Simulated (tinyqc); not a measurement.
MOSFET with velocity saturation and source resistance: one step of the calculation.

Strong inversion, charge Q = Cox (Vg - m V) at channel potential V with Vg the gate overdrive, and drift velocity v = mu E/(1 + mu E/vsat). Integrating along the channel gives I = mu Cox (1/L)(Vg Vd - m Vd^2/2)/(1 + Vd/Vc) per width, Vc = vsat L/mu, which peaks at Vdsat. Units: I in uA/um, Rs in ohm um, so the drop over Rs is 1e-6 I Rs volts.

Problem. Saturation without source resistance. Vg = Vgs - VT (0 if negative), mu = mu0/(1 + th Vg), Vc = vsat L/mu, x = sqrt(1 + 2 Vg/(m Vc)), Vdsat = 2 Vg/(m (1 + x)), Isat = Cox vsat Vg (x - 1)/(x + 1) per width. Long-channel limit: mu Cox Vg^2/(2 m L); short-channel limit: Cox vsat Vg.

Inputs (values chosen for the exercise):
```
symbol,value,unit,meaning
Cox,0.68,uF/cm^2,gate capacitance
mu0,250,cm^2/(V s),mobility at low gate voltage
th,0.4,1/V,mobility degradation
vsat,1.2e7,cm/s,saturation velocity
m,1.32,,body factor
VT,0.3,V,threshold
L,2,um,channel length
Vgs,1,V,gate voltage
```

Find: Vg; mu; Vc; Vdsat; Isat; long-channel limit; short-channel limit.

Solution.

Vg = 0.70000 V
mu = 195.31 cm^2/(V s)
Vc = 12.288 V
Vdsat = 0.51933 V
Isat = 11.821 uA/um
long-channel limit = 12.325 uA/um
short-channel limit = 571.20 uA/um

Program tinyqc, `OMP_NUM_THREADS=1 python tinyqc.py 2500103 2500104 out.jsonl`; Intel Xeon 2.30GHz, shared host, one thread, about 0.01 s.
